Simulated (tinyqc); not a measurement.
The integration grid: Kohn-Sham TPSS on finer and finer grids in the 6-311g basis, for H2, spin multiplicity 1. Computed by the program tinyqc with PySCF. Self-consistent on each grid; the net force on the molecule should vanish.

Geometry (angstrom):

| atom | x | y | z |
|---|---|---|---|
| H | 0.0000 | 0.0000 | 0.0000 |
| H | 0.0000 | 0.0000 | 1.0160 |

Kohn-Sham energy on Becke grids (radial x angular points per atom):

| grid | points | residual of the electron count | E (hartree) | E - finest (mhartree) | largest net force without grid terms (hartree/bohr) |
|---|---|---|---|---|---|
| 10 x 14 | 280 | 1.36e-02 | -1.150979 | -3.494935 | 6.18e-10 |
| 15 x 26 | 780 | -2.66e-03 | -1.147927 | -0.443283 | 1.72e-10 |
| 20 x 50 | 2000 | -7.92e-05 | -1.147456 | 0.028300 | 4.99e-11 |
| 30 x 86 | 5160 | -2.35e-05 | -1.147473 | 0.011413 | 2.16e-11 |
| 50 x 194 | 19400 | 1.28e-07 | -1.147484 | -0.000052 | 1.24e-14 |
| 75 x 302 | 45300 | -3.78e-09 | -1.147484 | 0.000000 | 2.05e-15 |
| 120 x 590 | 141464 | -1.01e-10 | -1.147484 | 0.000000 | 1.11e-16 |

What does the comparison show, and why?

The energy is within 0.1 mhartree of the finest grid first at 20 x 50. The error has both signs, since quadrature is not variational. The net force vanishes by symmetry here, so only the electron count signals a poor grid.
